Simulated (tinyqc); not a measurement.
Type-II superlattice in the two-band Kane model: one step. Transfer matrices. Three cases, with inputs chosen for the exercise.

Question. Form M_A, M_B and half the trace of their product.

Motion along the axis, period d = a + b, c = hbar^2/2m0. Conduction and light-hole bands couple: (E - Ec)(E - Ev) = Ep c k^2 in each layer, with mass m(E) = (E - Ev)/Ep, which may be negative. The conduction envelope psi and psi'/m(E) are continuous; a layer carries them by [[cos kt, (m/k) sin kt], [-(k/m) sin kt, cos kt]] (cosh and sinh for k^2 < 0), and cos(q d) = tr(M_B M_A)/2. C1 is the first miniband above EvB, with its bottom at tr/2 = +1 and its top at -1; the gap is the bottom of C1 less the top heavy-hole level HH1.

Constants: hbar^2/2m0 = 3.80998211 eV angstrom^2.

Give: M_A (angstrom units); M_B (angstrom units); tr/2.

Case 1.

Values chosen (near those of an InAs/GaSb superlattice; shifted at random, so the results belong to these values and not to a real crystal): a = 37 angstrom (layer A); b = 59 angstrom (layer B); EcA = 0 eV (conduction edge of A); EvA = -0.418 eV (valence edge of A); EcB = 0.943 eV (conduction edge of B); EvB = 0.146 eV (valence edge of B); EpA = 14.5 eV (coupling energy in A); EpB = 18 eV (coupling energy in B); E = 0.367 eV (trial energy).

Answer.

M_A (angstrom units):
$$\begin{pmatrix}
-0.89172 & 0.33930 \\
-0.60371 & -0.89172
\end{pmatrix}$$

M_B (angstrom units):
$$\begin{pmatrix}
6.3914 & 1.7990 \\
22.151 & 6.3914
\end{pmatrix}$$

tr/2 = -2.4843

E lies in a gap of the coupled bands.

Case 2.

Values chosen (near those of an InAs/GaSb superlattice; shifted at random, so the results belong to these values and not to a real crystal): a = 37 angstrom (layer A); b = 51 angstrom (layer B); EcA = 0 eV (conduction edge of A); EvA = -0.415 eV (valence edge of A); EcB = 0.927 eV (conduction edge of B); EvB = 0.122 eV (valence edge of B); EpA = 14.1 eV (coupling energy in A); EpB = 17.7 eV (coupling energy in B); E = 0.33 eV (trial energy).

Answer.

M_A (angstrom units):
$$\begin{pmatrix}
-0.80295 & 0.46553 \\
-0.76314 & -0.80295
\end{pmatrix}$$

M_B (angstrom units):
$$\begin{pmatrix}
4.5168 & 1.2063 \\
16.084 & 4.5168
\end{pmatrix}$$

tr/2 = -0.3432

E lies in a miniband.

Case 3.

Values chosen (near those of an InAs/GaSb superlattice; shifted at random, so the results belong to these values and not to a real crystal): a = 46 angstrom (layer A); b = 50 angstrom (layer B); EcA = 0 eV (conduction edge of A); EvA = -0.416 eV (valence edge of A); EcB = 0.977 eV (conduction edge of B); EvB = 0.161 eV (valence edge of B); EpA = 14.5 eV (coupling energy in A); EpB = 17.7 eV (coupling energy in B); E = 0.217 eV (trial energy).

Answer.

M_A (angstrom units):
$$\begin{pmatrix}
-0.66159 & 0.65649 \\
-0.85651 & -0.66159
\end{pmatrix}$$

M_B (angstrom units):
$$\begin{pmatrix}
1.8982 & 0.20320 \\
12.811 & 1.8982
\end{pmatrix}$$

tr/2 = 2.8624

E lies in a gap of the coupled bands.

Computed by tinyqc, one run a case: `OMP_NUM_THREADS=1 python tinyqc.py N N+1 out.jsonl` with N = 1250180, 1250209, 1250755; one thread of a shared Intel(R) Xeon(R) Processor @ 2.30GHz, about 2 s a run at most.
